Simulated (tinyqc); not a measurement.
The size of the error: propagation of a band-gap error through k.p and effective-mass formulas.

Chain, for a gap E (the reference Eg or another value), with Ep and Dso kept: 1/me = 1 + Ep (E + 2 Dso/3)/(E (E + Dso)); g* = 2 - 2 Ep Dso/(3 E (E + Dso)); g1(E) = g1 + (Ep/3)(1/E - 1/Eg), g2(E) = g2 + (Ep/6)(1/E - 1/Eg), light hole 1/(g1 + 2 g2), heavy hole 1/(g1 - 2 g2) along [100]; optical constant ei(E) = 1 + (ei - 1)(EP/(EP + E - Eg))^2, static e0(E) = ei(E) + e0 - ei.

Donor: R = Ry me/e0^2, a_B = a0 e0/me, Mott density (0.26/a_B)^3. Nc, Nv = 2 (m kT/(4 pi c))^(3/2), c = hbar^2/2m0, ni = sqrt(Nc Nv) exp(-E/2kT). Exciton: Ry mu/e0^2 with 1/mu = 1/me + g1(E). 1 angstrom^-3 = 1e24 cm^-3.

Constants: Ry = 13.60569312 eV; a0 (Bohr radius) = 0.5291772105 angstrom; kB = 8.617333262e-05 eV/K; hbar^2/2m0 = 3.80998211 eV angstrom^2.

Inputs chosen for the exercise (reference values near those of InAs, gap at low temperature; shifted at random, so the results belong to these values and not to a real crystal): Eg = 0.42 eV (gap at Gamma to the s-like level); Dso = 0.384 eV (spin-orbit splitting); Ep = 21.7 eV (Kane energy); g1 = 19.96 (Luttinger gamma1); g2 = 8.53 (gamma2); e0 = 15.35 (static dielectric constant); ei = 12.48 (optical dielectric constant); EP = 4.56 eV (mean (Penn) gap); mh = 0.37 m0 (density-of-states mass of the holes); T = 77 K (temperature).

E = f Eg; ratios against f = 1.

Results:
```
f     E (eV)  me ratio  light-hole ratio  e0 ratio  donor ratio  Mott ratio        g*  log10 ni ratio
0.25   0.105     0.289             0.264     1.115        0.233      0.0175  -106.194            9.90
0.40   0.168     0.443             0.417     1.090        0.373      0.0673   -57.903            7.98
0.60   0.252     0.637             0.617     1.058        0.569       0.218   -32.661            5.35
0.80   0.336     0.821             0.811     1.028        0.777       0.510   -20.963            2.68
1.00   0.420     1.000             1.000     1.000        1.000        1.00   -14.451            0.00
1.20   0.504     1.174             1.184     0.973        1.240        1.76   -10.412           -2.70
1.50   0.630     1.429             1.450     0.936        1.633        3.56    -6.696           -6.76
2.00   0.840     1.842             1.870     0.879        2.383        9.19    -3.403          -13.55
```

Between f = 0.8 and 1.2 the mean powers d ln(ratio)/d ln f are 0.88 for me, 0.93 for the light hole, -0.14 for e0, 1.15 for the donor energy and 3.05 for the Mott density; ni moves by -3.20 decades per 0.1 eV, against -0.1 eV/(2 kT ln 10) = -3.27 from the exponential alone, the rest coming from Nc through me^(3/4). g* keeps its sign, from -106.19 to -3.40.

(tinyqc, `OMP_NUM_THREADS=1 python tinyqc.py 1850682 1850683 out.jsonl`, Intel(R) Xeon(R) Processor @ 2.30GHz, 1 thread, shared host, about 0.01 s.)
